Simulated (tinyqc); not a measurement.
Off-state leakage of single and stacked transistors: one step of the calculation.

n-channel devices of unit width. Subthreshold current I(Vg, Vs, Vd) = I0 (T/300 K)^0.5 exp[(Vg - Vs - VT(T) - gb (Vs - Vb) + dd (Vd - Vs))/(nf Vt)] (1 - exp(-(Vd - Vs)/Vt)), VT(T) = VT - cT (T - 300 K). Gate-edge tunnelling Ig (Vd/1 V) exp(ag (Vd - 1 V)), for a gate at 0 V, and band-to-band leakage Ab u exp(-Bb/u), u = Vd - Vb + 1 V, flow at a drain held at V; both are taken as independent of T. In a stack of off transistors (all gates at 0 V) the same subthreshold current passes through each.

Question. New Vx. Stack of two, Vx the node between them: I_low = I(0, 0, Vx), I_up = I(0, Vx, V), f = ln(I_up/I_low), f' = -(1 + gb + 2 dd)/(nf Vt) - 1/(Vt (exp(Vx/Vt) - 1)) - 1/(Vt (exp((V - Vx)/Vt) - 1)), Vx(new) = Vx - f/f'.

Values chosen for this exercise; values of the order met in bulk silicon logic transistors: temperature T = 378 K; supply voltage V = 1.2 V; threshold at 300 K, zero drain and body bias VT = 0.28 V; fall of the threshold with temperature cT = 0.8 mV/K; current at threshold at 300 K I0 = 0.13 uA/um; slope factor nf = 1.33; drain-induced lowering per volt dd = 0.05; rise of the threshold per volt of source-body bias gb = 0.15; body voltage Vb = 0 V.

Constants: q = 1.602176634e-19 C, kB = 1.380649e-23 J/K, Vt = kB T/q. Results are converted to the units shown.

Vx at the start = 0.048 V

Wanted: I_low; I_up; f; f'; Vx after iteration 1.

Answer.

I_low = 0.7831 nA/um
I_up = 1.016 nA/um
f = 0.2602
f' = -37.98 1/V
Vx after iteration 1 = 0.05485 V

Computed by the program tinyqc: `OMP_NUM_THREADS=1 python tinyqc.py 2242246 2242247 out.jsonl`, one thread of a shared Intel Xeon 2.30GHz, about 0.03 s for the whole run.
